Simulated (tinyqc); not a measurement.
Electron mobility in a silicon inversion layer, empirical terms and Matthiessen rule: one step of the calculation.

Inversion layer of sheet density Ns on a uniformly doped body. The mobility terms are empirical power laws with prefactors chosen for the exercise; adding their inverses (Matthiessen) is itself an approximation.

Problem. Mobility terms and their sum. With t = T/(300 K): muC = Ac (Ns/1e12 cm^-2) t/(Nb/1e17 cm^-3 + Nit/1e11 cm^-2), muP = Ap E^(-1/3) t^(-1.75), muS = As E^(-gs); 1/mu is the sum of the inverses.

Values chosen for this exercise; material values close to those of silicon: temperature T = 350 K; body doping Nb = 1.5e17 cm^-3; phonon-limited mobility at 1 MV/cm and 300 K Ap = 409 cm^2/(V s); roughness-limited mobility at 1 MV/cm As = 986 cm^2/(V s); exponent of the roughness term gs = 2; Coulomb prefactor Ac = 1700 cm^2/(V s); charge at the interface Nit = 4.3e10 cm^-2; inversion density Ns = 2.9e12 cm^-2.

E = 0.51820768 MV/cm

Give: terms; mu; shares of 1/mu.

Solution.

terms (cm^2/(V s)): Coulomb 2980, phonon 388.8, roughness 3672
mu = 314.5 cm^2/(V s)
shares of 1/mu (%): Coulomb 10.55, phonon 80.88, roughness 8.565

The phonon term limits most.

Computed by the program tinyqc: `OMP_NUM_THREADS=1 python tinyqc.py 2510124 2510125 out.jsonl`, one thread of a shared Intel Xeon 2.30GHz, about 0.01 s for the whole run.
